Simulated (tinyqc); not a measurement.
## Surface Green function of a two-leg ladder, Sancho-Rubio decimation: densities of states against energy

A semi-infinite lead of cells 0, 1, 2, ... with H0 inside a cell and H1 = <cell i|H|cell i + 1>. One rung (site 1 on leg a, site 2 on leg b) is a cell; all hoppings enter with a minus sign. z = E + i eta.

Start with e_s = e = H0, a = H1, b = H1^dagger. Each round: g = (z - e)^(-1); e_s <- e_s + a g b; e <- e + a g b + b g a; a <- a g a; b <- b g b (all with the old a, b). Round k joins cells 2^k apart. Stop when the largest entry of the matrices a and b is below 1e-12 eV; g_s = (z - e_s)^(-1), bulk (z - e)^(-1), density of states -Im Tr/pi. Here eta = 0.0001 eV. Open modes are the crossings of E with the bands of H0 + H1 exp(ik) + H1^dagger exp(-ik) for 0 < k < pi.

H0 (eV):
```
       1      2
1      0  -1.19
2  -1.19  -0.36
```

H1 (eV):
```
    1      2
1  -1  -0.38
2   0  -1.26
```

Densities of states against energy:
```
E (eV)  open modes  rounds  surface (1/eV)  bulk (1/eV)
-4.48            0       6        1.020e-5     2.867e-5
-3.78            1      19          0.1096       0.2658
-3.08            1      20          0.1867       0.1549
-2.39            1      20          0.2217       0.1295
-1.69            1      20          0.2353       0.1207
-1               1      20          0.2317       0.1211
-0.3             2      20          0.4526       0.3766
0.4              2      20          0.4993       0.3415
1.09             2      19          0.4338       0.4985
1.79             1      19          0.3176       0.1881
2.49             1      19          0.2096       0.2804
3.18             0       6        2.036e-5     6.009e-5
```

The bands of the infinite lead run over -4.07 to 1.27, -0.810 to 2.89 eV. The rounds lie between 6 and 20, 6.0 on average outside the bands and 19.6 inside. The surface density of states is largest at E = 0.4 eV among the rows (0.499 1/eV, bulk 0.342).

Numbers from tinyqc (`OMP_NUM_THREADS=1 python tinyqc.py 2680036 2680037 out.jsonl`; about 0.06 s on one thread of a shared Intel Xeon 2.30GHz).
